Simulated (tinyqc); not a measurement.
MP2 on RHF in the sto-3g basis, for HeH+, spin multiplicity 1, step by step. Computed by tinyqc, a small Python program that keeps every step (integrals from PySCF). Settings: charge = 1, multiplicity = 1, basis = sto-3g, method = RHF, energy threshold = 1e-10, iteration cap = 58, orthogonalisation = symmetric, start = atomic densities, DIIS depth = 6. Command: `OMP_NUM_THREADS=1 python tinyqc.py 24498 24499 out.jsonl` (the two numbers bound the seeds that draw the settings). One thread of a shared host (Intel(R) Xeon(R) Processor @ 2.60GHz), about 0.1 s of CPU time with the checks. The early iterations of the SCF are left out here.

## One-electron integrals

Geometry (angstrom):
```
atom         x         y         z
He    0.000000  0.000000  0.000000
H     0.000000  0.000000  1.129000
```

Basis sto-3g: exponents (1/bohr^2) and contraction coefficients of normalised primitives:
```
element  l (shell)  exponent  coefficient
He           s (1)  6.362421     0.154329
He           s (1)  1.158923     0.535328
He           s (1)  0.313650     0.444635
H            s (1)  3.425251     0.154329
H            s (1)  0.623914     0.535328
H            s (1)  0.168855     0.444635
```

Overlap, kinetic and nuclear-attraction integrals over the contracted functions; the nuclear repulsion is the sum of Za Zb / Rab.

nuclear repulsion = 0.93742641 hartree

overlap S, order 1He 1s, 2H 1s:
```
[[1.000000, 0.321921],
 [0.321921, 1.000000]]
```

kinetic energy T (hartree), order 1He 1s, 2H 1s:
```
[[1.411763, 0.041701],
 [0.041701, 0.760032]]
```

nuclear attraction V (hartree), order 1He 1s, 2H 1s:
```
[[-3.810620, -0.826522],
 [-0.826522, -2.146711]]
```

core Hamiltonian H = T + V (hartree), order 1He 1s, 2H 1s:
```
[[-2.398857, -0.784821],
 [-0.784821, -1.386679]]
```

## Two-electron integrals

Functions are numbered as in S; the eight-fold symmetry (ij|kl) = (ji|kl) = (kl|ij) leaves the list below.

Two-electron integrals (ij|kl) in chemists' order, unique and non-zero (hartree):
```
(11|11) 1.055713   (21|11) 0.240464   (21|21) 0.073235   (22|11) 0.449958
(22|21) 0.190192   (22|22) 0.774606
```

## Orthogonalisation

S = U s U^T; symmetric (Loewdin) form X = U s^(-1/2) U^T, so that X^T S X = 1.

eigenvalues of S: [0.678079, 1.321921]

X, order 1He 1s, 2H 1s:
```
[[1.042075, -0.172319],
 [-0.172319, 1.042075]]
```

## Starting guess

The start is atomic minimal-basis densities projected into this basis (PySCF's MINAO start) and scaled to the electron count of each spin; this density is not idempotent, so its energy is not variational and may lie below the converged one.

D at the start, order 1He 1s, 2H 1s:
```
[[1.313375, 0.057241],
 [0.057241, 0.649771]]
```

## Iteration 11 (converged): orbitals

converged F (hartree), order 1He 1s, 2H 1s:
```
[[-1.382163, -0.608083],
 [-0.608083, -0.586103]]
```

Diagonalise F' = X^T F X, C = X C', fill 1 alpha and 1 beta electrons from the bottom; D = 2 C_occ C_occ^T. Each column has its largest component positive (the first on a tie).

F' = X^T F X (hartree):
```
[[-1.299936, -0.324946],
 [-0.324946, -0.459117]]
```

orbital energies (hartree): [-1.410877, -0.348175]

coefficients C, order 1He 1s, 2H 1s:
```
[[0.930505, -0.499774],
 [0.173621, 1.041859]]
```

D after iteration 11, order 1He 1s, 2H 1s:
```
[[1.731680, 0.323111],
 [0.323111, 0.060289]]
```

## Convergence

Stop when the energy changes by less than 1e-10 hartree and every element of the error matrix X^T (F D S - S D F) X is below 3e-06.

Course of the cycle:
```
iteration  E (hartree)     change  largest element of the error matrix
1          -2.28950410          -                             1.57e-01
2          -2.84182903  -5.52e-01                             7.98e-02
3          -2.84488395  -3.05e-03                             3.99e-02
4          -2.84520844  -3.24e-04                             3.27e-02
5          -2.84535760  -1.49e-04                             2.88e-02
6          -2.84544621  -8.86e-05                             2.62e-02
7          -2.84550590  -5.97e-05                             2.42e-02
8          -2.84586115  -3.55e-04                             6.14e-04
9          -2.84586137  -2.24e-07                             3.11e-05
10         -2.84586137  -5.72e-10                             2.78e-06
11         -2.84586137  -4.40e-12                             5.95e-07
```

PySCF RHF in the same basis = -2.84586137 hartree

Converged in 11 iterations.

## Populations, bond orders and dipole

Mulliken: Z minus the diagonal of D S on the atom; Loewdin: the same with S^(1/2) D S^(1/2); Mayer order: 2 sum_s sum (D(s) S)_ij (D(s) S)_ji over the two atoms.

Charges (e):
```
atom  Mulliken   Loewdin
1He   0.164304  0.208791
2H    0.835696  0.791209
```

Mayer bond orders:
```
pair     order
2-1   0.301613
```

dipole moment about the origin, x y z (debye): [0.000000, 0.000000, 4.651509]

## Integrals over molecular orbitals

(pq|rs) = sum C_ip C_jq C_kr C_ls (ij|kl), one index at a time.

one-electron integrals over orbitals h = C^T H C (hartree):
```
[[-2.372410, 0.171988],
 [0.171988, -1.287068]]
```

Two-electron integrals over orbitals (pq|rs), unique and non-zero (hartree):
```
(11|11) 0.961533    (21|11) -0.171988   (21|21) 0.098338    (22|11) 0.518615
(22|21) 0.071213    (22|22) 0.746869
```

## Second-order Moller-Plesset energy

Hartree-Fock energy = -2.84586137 hartree

E2 = sum_ijab (ia|jb) [2 (ia|jb) - (ib|ja)] / (e_i + e_j - e_a - e_b) over occupied i, j and virtual a, b; the opposite-spin part is (ia|jb)^2 / denominator, the rest is same-spin, and SCS-MP2 scales them by 6/5 and 1/3.

Terms:
```
i  j  a  b   (ia|jb)   (ib|ja)  denominator       term
1  1  2  2  0.098338  0.098338    -2.125404  -0.004550
```

Pair energies (hartree; pair i-j sums ij and ji):
```
pair  opposite spin  same spin
1-1       -0.004550   0.000000
```

MP2 correlation energy = -0.00454992 hartree

SCS-MP2 correlation energy = -0.00545991 hartree

MP2 total energy = -2.85041129 hartree
